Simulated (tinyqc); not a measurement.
Comparisons within one model: cyclotron resonance of ellipsoidal valleys, Ge type. A value that a table varies takes the place of the one given here.

Valleys along [111], [-111], [1-11], [11-1], mass ml along the axis and mt across it. B lies in the (1-10) plane, b = (sin(theta)/sqrt2, sin(theta)/sqrt2, cos(theta)). For the angle phi between B and the axis, 1/mc^2 = cos^2(phi)/mt^2 + sin^2(phi)/(mt ml). Resonance: h nu = 2 muB B/mc, h = 2 pi hbar.

Constants: hbar = 6.58211957e-16 eV s; muB = 5.788381798e-05 eV/T.

Parameters, chosen for this exercise (near those of Ge; the results hold for these values, not for the real material): ml = 1.576 m0 (longitudinal mass); mt = 0.079 m0 (transverse mass); ths = (0, 20, 35, 50, 65, 80, 90) degrees (angles); g1 = 13.57 (Luttinger gamma1); g2 = 4.27 (gamma2); g3 = 5.72 (gamma3); theta = 67 degrees (angle of B from [001] towards [110]); nu = 24 GHz (microwave frequency).

## Rotating the field

mc against theta; [-111] and [1-11] stay equal in this plane.

Cyclotron masses (m0):
```
theta (degrees)   [111]  [-111]  [11-1]
0                0.1304  0.1304  0.1304
20               0.0950  0.1376  0.2320
35               0.0837  0.1542  0.3528
50               0.0793  0.1857  0.2365
65               0.0802  0.2419  0.1483
80               0.0869  0.3234  0.1095
90               0.0956  0.3529  0.0956
```

All valleys give one line at theta = 0, B along [001], with mc = 0.1304. The [111] valley reaches mt at 54.7 degrees, and [11-1] reaches its largest value sqrt(ml mt) = 0.3529 at 35.3 degrees, where B is perpendicular to it; the listed maximum of that branch is 0.3528. The pair [-111], [1-11] reaches the same value at 90 degrees.

## Heavy and light holes (cyclotron masses of warped hole bands)

E = c k^2 f(n) with f = g1 -/+ 2 sqrt(g2^2 + 3 (g3^2 - g2^2)(nx^2 ny^2 + ny^2 nz^2 + nz^2 nx^2)). For the orbit through k = 0 perpendicular to b = (sin(theta)/sqrt2, sin(theta)/sqrt2, cos(theta)), mc is the mean of 1/f over the directions n in that plane (180 evenly spaced angles). Quantum effects of the lowest levels are left out.

Cyclotron masses (m0):
```
theta (degrees)   heavy   light
0                0.2696  0.0430
20               0.2962  0.0424
35               0.3369  0.0415
50               0.3586  0.0411
65               0.3572  0.0412
80               0.3530  0.0415
90               0.3522  0.0416
```

The heavy mass varies by 33 % over the table, with its largest listed value at 50 degrees ([111] lies at 54.7) and its smallest at 0; the light mass varies by 4.7 %. The warping term enters both with the same size, but it is set against a small inverse mass in one and a large one in the other (along [111], g1 - 2 g3 = 2.13 and g1 + 2 g3 = 25.01).

## What each parameter does

Resonance fields B = h nu mc/(2 muB) of the valleys [111], [-111] and [11-1]. Each row changes one parameter from the base and keeps the others.

Results:
```
case                [111] (T)  [-111] (T)  [11-1] (T)
base                   0.0692      0.2159      0.1211
ml = 1.812 m0          0.0692      0.2230      0.1220
mt = 0.071 m0          0.0622      0.1989      0.1095
theta = 63 degrees     0.0684      0.1994      0.1339
nu = 26.4 GHz          0.0762      0.2374      0.1332
```

The largest shifts from the base row, up to three for each result and ties (the steps differ in size, so this ranks the rows, not the parameters). [111] (T): mt -0.0070, nu +0.0069, theta -0.0008; unchanged at the printed digits by ml. [-111] (T): nu +0.0216, mt -0.0169, theta -0.0165. [11-1] (T): theta +0.0128, nu +0.0121, mt -0.0116.

(tinyqc, `OMP_NUM_THREADS=1 python tinyqc.py 1251368 1251369 out.jsonl`, Intel(R) Xeon(R) Processor @ 2.30GHz, 1 thread, shared host, about 0.01 s.)
